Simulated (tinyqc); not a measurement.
Lorentz oscillators and the Kramers-Kronig relations: one step. Dielectric function at one energy.

eps(E) = 1 + sum_j S_j/(E0_j^2 - E^2 - i G_j E).

Values chosen for the exercise:
- E0 = (3.29, 4.27) eV (resonances)
- G = (0.27, 0.55) eV (widths)
- S = (27.7, 87.2) eV^2 (strengths)
- E = 4.06 eV (photon energy)

Task: Evaluate each oscillator and the sum.

Give: terms; eps(E); eps(0).

Result:

terms: [-4.7174+0.9137i, 18.9576+24.1995i]

eps(E) = 15.2401+25.1133i
eps(0) = 8.3417

(tinyqc, `OMP_NUM_THREADS=1 python tinyqc.py 1680799 1680800 out.jsonl`, Intel(R) Xeon(R) Processor @ 2.30GHz, 1 thread, shared host, about 0.2 s.)
